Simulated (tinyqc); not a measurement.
Composition and strain of an epitaxial Si(1-x)Ge(x) layer from Raman and X-ray peaks. Changing the Ge fraction x. Computed by tinyqc, a small Python program. Command: `OMP_NUM_THREADS=1 python tinyqc.py 3025443 3025444 out.jsonl epiraman sweep`. One thread of a shared host (Intel(R) Xeon(R) Processor @ 2.30GHz), about 0.01 s of CPU time with the checks.

A (001) layer, biaxially strained in the plane. The Raman peaks follow empirical lines omega = w0 + c1 x + c3 x^3 + b eps (c3 for Si-Ge alone), with eps the in-plane strain.

Inputs (values chosen for the exercise, modelled on silicon-germanium):

| quantity | value | unit |
|---|---|---|
| degree of relaxation R | 0.39 | - |
| lattice constant of Si | 5.431 | angstrom |
| lattice constant of Ge | 5.658 | angstrom |
| bowing B | 0.029 | angstrom |
| 2 C12/C11 of Si | 0.776 | - |
| 2 C12/C11 of Ge | 0.75 | - |
| Si-Si: w0 | 521.2 | 1/cm |
| Si-Si: c1 | -65.5 | 1/cm |
| Si-Si: strain coefficient b | -698 | 1/cm |
| Si-Ge: w0 | 400.5 | 1/cm |
| Si-Ge: c1 | 23.8 | 1/cm |
| Si-Ge: c3 | -34.1 | 1/cm |
| Si-Ge: strain coefficient b | -534 | 1/cm |
| Ge-Ge: w0 | 280.1 | 1/cm |
| Ge-Ge: c1 | 19.6 | 1/cm |
| Ge-Ge: strain coefficient b | -442 | 1/cm |
| X-ray wavelength | 1.540598 | angstrom |

Substrate: germanium.

Method:
- Relaxed lattice constant a(x) = a_Si + (a_Ge - a_Si) x - B x (1 - x).
- In-plane constant a_par = a_sub + R (a(x) - a_sub); eps = a_par/a(x) - 1; eps_perp = -(2 C12/C11) eps with 2 C12/C11 linear in x; a_perp = a(x) (1 + eps_perp).
- Insert x and eps in the three lines; the strain part is b eps.
- Bragg angle theta = arcsin(2 lambda/a) for (004), for the substrate with a_sub and the layer with a_perp; separation in arc seconds.

One run for each value:

| Ge fraction x | Si-Si peak (1/cm) | Si-Ge peak (1/cm) | Ge-Ge peak (1/cm) | in-plane strain eps (per mille) | separation, layer less substrate (arcsec) |
|---|---|---|---|---|---|
| 0.08 | 499.47 | 389.77 | 271.23 | 23.627 | 7877.9 |
| 0.18 | 494.58 | 393.24 | 274.24 | 21.245 | 7052.8 |
| 0.29 | 489.24 | 396.65 | 277.58 | 18.568 | 6134.5 |
| 0.40 | 483.95 | 399.38 | 280.94 | 15.835 | 5206.1 |
| 0.50 | 479.17 | 401.03 | 284.02 | 13.302 | 4353.9 |
| 0.60 | 474.41 | 401.69 | 287.12 | 10.725 | 3494.6 |
| 0.71 | 469.22 | 401.01 | 290.55 | 7.841 | 2542.1 |
| 0.82 | 464.07 | 398.59 | 294.00 | 4.906 | 1582.7 |
| 0.92 | 459.41 | 394.67 | 297.16 | 2.196 | 705.2 |

What does the table show, and why?

Over the rows, Si-Si peak (1/cm) falls from 499 to 459 (exponent d ln y / d ln x -0.012 between the first rows and -0.088 between the last); Si-Ge peak (1/cm) goes from 390 through a maximum among these rows, 402 at 0.600, to 395; Ge-Ge peak (1/cm) rises from 271 to 297 (exponent d ln y / d ln x 0.014 between the first rows and 0.093 between the last). Composition and strain both change with x. The Si-Si peak moves by -47.7 per cm per unit x on average, against c1 = -65.5 without strain: eps moves towards compression as x grows, which offsets part of the fall, in proportion to 1 - R.

Caution (rows 0.0800, 0.180): strains above 2 % survive only in layers a few nanometres thick, and the linear relations lose accuracy. Caution (rows 0.0800, 0.180, 0.820, 0.920): near either end one of the like-atom peaks is weak, since its intensity follows the number of such bonds.

Extremes, crossings and ranges named in words are read from the listed rows.
